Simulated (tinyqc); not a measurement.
Born-Mayer model of an ionic crystal AB: one step, computed by the program tinyqc.

Energies are per ion pair and r is the nearest distance of unlike ions.

Task: Terms of the lattice energy. Madelung constant M, unlike neighbours z1, like neighbours z2 at f r, volume per pair: rock salt 1.747565, 6, 12, sqrt2, 2 r^3; caesium chloride 1.762675, 8, 6, 2/sqrt3, 8 r^3/(3 sqrt3); zinc blende 1.638055, 4, 12, sqrt(8/3), 16 r^3/(3 sqrt3). U(r) = -M z^2 e^2/(4 pi eps_0 r) + z1 lambda exp(-r/rho).

Inputs (values chosen for the exercise, for a model salt): ionic charge z = 1; unlike repulsion lambda = 997 eV; range rho = 0.326 angstrom.

Structure: zinc blende. Short range: nearest neighbours only.

equilibrium distance r0 = 2.680846 angstrom

Constants: e^2/(4 pi eps_0) = 14.39964548 eV angstrom.

Give: terms; lattice energy U.

Result:

terms (eV): Coulomb -8.798, unlike repulsion 1.070

lattice energy U = -7.729 eV per pair

The short-range terms together cancel 12.2 % of the Coulomb energy, which is rho/r0 = 0.1216: U = -(M z^2 e^2/(4 pi eps_0 r0))(1 - rho/r0).
